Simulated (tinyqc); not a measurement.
Valley splitting of a silicon quantum well in envelope theory, step by step. Values are carried at full precision from step to step, so a last printed digit may differ when a step is redone from the rounded ones.

Constants: hbar^2/2m0 = 3.80998211 eV angstrom^2; kB = 8.617333262e-05 eV/K.

Values chosen for the exercise (near those of a strained Si well in SiGe; the results hold for these values, not for the real material): k0 = 0.835 2 pi/a (valley position); a = 5.431 angstrom (lattice constant); ml = 0.905 m0 (mass along z); F = 2.6 mV/nm (field pressing towards the upper interface); w = 0.8 angstrom (interface width parameter); L = 52 angstrom (well width); V0 = 0.16 eV (conduction offset); C0 = 0.264 (Bloch overlap factor); Yb = 0.23 (Ge share of the barrier); Yw = 0 (Ge share of the well); ad = 140 angstrom (dot radius).

## Wave number and lengths

q = 2 k0 (2 pi/a), its wavelength, the field length (c/(ml e F))^(1/3) with c = hbar^2/2m0 and 1 mV/nm = 1e-4 eV/angstrom, and the damping factor y/sinh(y), y = pi q w, of a step smoothed as 1/(1 + exp(z/w)).

q = 1.9320 1/angstrom
wavelength = 3.252 angstrom
field length = 25.3 angstrom
damping factor = 0.0756

## The envelope

The well lies at 0 < z < L; U(z) = V0 [1/(1 + exp(z/w)) + 1/(1 + exp((L - z)/w))] - e F z, 1 mV/nm = 1e-4 eV/angstrom. The envelope psi solves -(c/ml) psi'' + U psi = E psi, c = hbar^2/2m0, by three-point differences on a grid of 0.1 angstrom from -40 to L + 40 angstrom. The two valleys at +/- k0 couple through D = C0 times the integral of exp(-i q z) U(z) psi^2, q = 2 k0 (2 pi/a), and split by Ev = 2|D|.

Two lowest levels, mean position, and psi^2 at both interfaces.

levels (meV): [3.90, 36.29]

<z> = 28.1 angstrom
psi^2 at z = 0 and L (1/angstrom): [0.00136, 0.00288]

The field makes psi^2 at the upper interface 2.12 times that at the lower one. The orbital spacing is 32.4 meV.

## Contributions to the coupling

Split D into the lower barrier, the upper barrier and the field term.

Parts of D (micro-eV):
```
part            real  imaginary   size
lower barrier  1.985      1.454  2.461
upper barrier  4.247     -2.998  5.199
field term     0.009     -0.005  0.010
```

## Valley splitting and phase

The inter-valley coupling D is the sum of the complex parts; Ev = 2|D|, the valley phase is arg D, and kB T equals Ev at T = Ev/kB.

Ev = 12.9 micro-eV
phase = -0.24 rad
T = 0.15 K

The upper barrier gives the largest part.

## Alloy disorder

Random alloy: with Y(z) = Yw + (Yb - Yw) B(z), B the bracket in U, and in-plane density exp(-r^2/ad^2)/(pi ad^2), D gains a random complex part of variance sigma^2 = (C0^2/pi)(a^2 V0/(8 ad (Yb - Yw)))^2 (4/a) times the integral of psi^4 Y (1 - Y). Alone it gives a mean splitting sqrt(pi) sigma; together with the smooth part the rms splitting is 2 sqrt(|D|^2 + sigma^2).

Give the integral, sigma, the mean splitting from disorder alone and the rms total.

integral = 4.65e-06 1/angstrom
sigma = 5.0 micro-eV
sqrt(pi) sigma = 8.9 micro-eV
rms splitting = 16.3 micro-eV

|D|/sigma = 1.27: the two parts are comparable.

## Checks

- Lowest level for sharp walls and no field against the square well, meV: both 10.7.
- Size of one barrier part in that case against C0 V0 psi(0)^2/sqrt(q^2 + 4 kappa^2), micro-eV: both 46.

Computed by tinyqc, a small Python program: `OMP_NUM_THREADS=1 python tinyqc.py 1252463 1252464 out.jsonl` (the numbers bound the seed that draws the inputs); one thread of a shared host (Intel(R) Xeon(R) Processor @ 2.30GHz), about 0.08 s for the whole set of steps.
